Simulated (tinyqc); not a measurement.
MOS inversion layer, Poisson-Schroedinger loop: effect of the sheet density of depletion charge.

Electrons confined at an insulator interface at z = 0, treated as a hard wall; parabolic valleys, Hartree approximation, no image or exchange terms. The depletion charge lies far deeper than the electrons and gives a uniform field q Nd/(eps0 eps_r); the gate balances all charge. Energies are counted from the band edge at the interface.

Schroedinger equation -(C/mz) psi'' + (V0 + U) psi = E psi, C = hbar^2/(2 m0), psi(0) = 0, on a uniform mesh of 800 nodes with a far wall at 120 nm, 8 levels a set; V0 = q Nd z/(eps0 eps_r); dU/dz = q (Ns - integral of n from 0 to z)/(eps0 eps_r), U(0) = 0; N_k = g md m0 q Vt/(pi hbar^2) ln(1 + exp((EF - E_k)/Vt)), g the number of valleys of the set, sum N_k = Ns. Triangular well: E_k = a_k (C F^2/mz)^(1/3), a_1 = 2.338107, a_2 = 4.087949, C = hbar^2/(2 m0), F in eV/nm. Fang-Howard (all electrons in the lowest level of set A): b^3 = 6 (mz1/C) q (Nd + 11 Ns/32)/(eps0 eps_r), centroid 3/b, level C b^2/(4 mz1) + (3/b) q (Nd + 11 Ns/16)/(eps0 eps_r). The centroid adds 3.9 z_av/eps_r to an oxide-equivalent thickness. Shares under 0.0001 % are printed as 0.

Inputs (values chosen for the exercise); masses and permittivity close to those of In0.53Ga0.47As: temperature T = 400 K; relative permittivity eps_r = 14; mass along z of valley set A (1 valley(s)) mz1 = 0.0415 m0; in-plane density-of-states mass of set A md1 = 0.0414 m0; sheet density of electrons Ns = 9.9e11 cm^-2.

Constants: q = 1.602176634e-19 C, kB = 1.380649e-23 J/K, hbar = 1.054571817e-34 J s, m0 = 9.1093837015e-31 kg, Vt = kB T/q, eps0 = 8.8541878128e-14 F/cm where lengths are in cm, hbar^2/(2 m0) = 0.0380998212 eV nm^2. Results are converted to the units shown.

Result of one run:
```
Nd (cm^-2)	A1 (meV)	A2 (meV)	EF (meV)	share of A1 (%)	share of A2 (%)	centroid z_av (nm)	added oxide equivalent (nm)	Fang-Howard centroid (nm)
9.4e11	179	281	221	89.1	9.62	6.48	1.81	6.30
```

What becomes of these results when the sheet density of depletion charge Nd is changed from 9.4e11 to 1e11 cm^-2, all else the same?

Result of the changed run:
```
Nd (cm^-2)	A1 (meV)	A2 (meV)	EF (meV)	share of A1 (%)	share of A2 (%)	centroid z_av (nm)	added oxide equivalent (nm)	Fang-Howard centroid (nm)
1e11	119	175	140	63.2	18.8	13.9	3.86	8.99
```

The whole series:
```
Nd (cm^-2)	A1 (meV)	A2 (meV)	EF (meV)	share of A1 (%)	share of A2 (%)	centroid z_av (nm)	added oxide equivalent (nm)	Fang-Howard centroid (nm)
1e11	119	175	140	63.2	18.8	13.9	3.86	8.99
1.7e11	124	183	148	66.9	18.7	12.0	3.35	8.56
3.1e11	134	201	164	73.1	17.7	9.86	2.75	7.89
5.3e11	150	229	186	80.5	15.0	8.07	2.25	7.16
9.4e11	179	281	221	89.1	9.62	6.48	1.81	6.30
1.6e12	222	359	268	95.6	4.20	5.34	1.49	5.48
2.9e12	297	494	346	99.2	0.812	4.38	1.22	4.62
5e12	401	681	451	99.9	0.0766	3.69	1.03	3.91
```

As Nd goes from 1e11 to 5e12, A1 rises from 119 to 401 meV, the share of A1 rises from 63.2 to 99.9 % and the centroid falls from 13.9 to 3.69 nm. A1 goes as Nd^(0.56) between the last two rows (a triangular well in the field of that charge alone gives 2/3). The Fang-Howard centroid is 35 % below the full one in the first row, where A1 holds 63.2 %, and 6.1 % above it in the last, where A1 holds 99.9 %. For Nd = 1e11 the eighth level of a set still holds over 0.4 % of the electrons, so more levels and a farther wall would raise the centroid. For Nd = 1.6e12, 2.9e12, 5e12 the energies exceed 0.25 eV, where non-parabolicity matters for so light a mass.

Program tinyqc, `OMP_NUM_THREADS=1 python tinyqc.py 2160030 2160031 out.jsonl`; Intel Xeon 2.30GHz, shared host, one thread, about 0.6 s.
